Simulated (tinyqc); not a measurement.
# Carrier lifetime of an n-type layer with SRH, radiative, Auger and surface recombination: effect of the temperature at dn = 2e15 cm^-3

Uniform excess density dn = dp (no trapping), n = n0 + dn, p = p0 + dn, Boltzmann statistics, full ionisation. Surfaces enter as a rate 2 S dn/d, which holds while diffusion to them is fast.

Nc and Nv are given at 250 K and scale as (T/250 K)^1.5; all else is held fixed. ni = sqrt(Nc Nv) exp(-Eg/(2 Vt)), Eg in volts; majority density N/2 + sqrt(N^2/4 + ni^2), n0 p0 = ni^2; n1 = Nc exp(-Et/Vt), p1 = Nv exp((Et - Eg)/Vt); tn0 = 1/(sn vth Nt), tp0 = 1/(sp vth Nt). With e = n p - ni^2 = dn (n0 + p0 + dn): U_SRH = e/(tp0 (n + n1) + tn0 (p + p1)), U_rad = B e, U_Aug = (Cn n + Cp p) e, U_s = 2 S dn/d. Each tau is dn over its rate; tau = dn/U with U the sum. Here dn = 2e15 cm^-3.

Inputs (values chosen for the exercise); band and dielectric values those of a made-up semiconductor:
- Eg = 3.39 eV (band gap)
- Nc = 1.32e19 cm^-3 (conduction-band density of states at the reference temperature)
- Nv = 2.09e19 cm^-3 (valence-band density of states at the reference temperature)
- B = 1.71e-12 cm^3/s (radiative coefficient)
- N = 7.8e15 cm^-3 (donor density)
- Cn = 3.3e-31 cm^6/s (Auger coefficient (two electrons))
- Cp = 1.2e-31 cm^6/s (Auger coefficient (two holes))
- Nt = 1.7e12 cm^-3 (trap density)
- sn = 2e-17 cm^2 (capture cross-section for electrons)
- sp = 9e-15 cm^2 (capture cross-section for holes)
- vth = 1.6e7 cm/s (thermal velocity (both carriers))
- Et = 2 eV (trap level below the conduction band)
- S = 0 cm/s (surface recombination velocity (both faces))
- d = 100 um (sample thickness)

Constants: q = 1.602176634e-19 C, kB = 1.380649e-23 J/K, Vt = kB T/q. Results are converted to the units shown.

The same in every row: tau_SRH (s) = 3.7924e-4; tau_rad (s) = 5.9673e-5; tau_Aug (s) = 0.029373; tau (s) = 5.1470e-5; radiative share (%) = 86.253.

Result of one run:

| T (K) | largest path |
|---|---|
| 400 | radiative |

What becomes of these results when the temperature T is changed from 400 to 320 K, all else the same?

Result of the changed run:

| T (K) | largest path |
|---|---|
| 320 | radiative |

The whole series:

| T (K) | largest path |
|---|---|
| 200 | radiative |
| 240 | radiative |
| 280 | radiative |
| 320 | radiative |
| 360 | radiative |
| 400 | radiative |
| 440 | radiative |
| 480 | radiative |

Radiative recombination leads at T = 200 and in all other rows. tau_SRH stays at 3.79e-4 s and the total lifetime stays at 5.15e-5 s.

Computed by the program tinyqc: `OMP_NUM_THREADS=1 python tinyqc.py 2300058 2300059 out.jsonl`, one thread of a shared Intel Xeon 2.30GHz, about 0.01 s for the whole run.
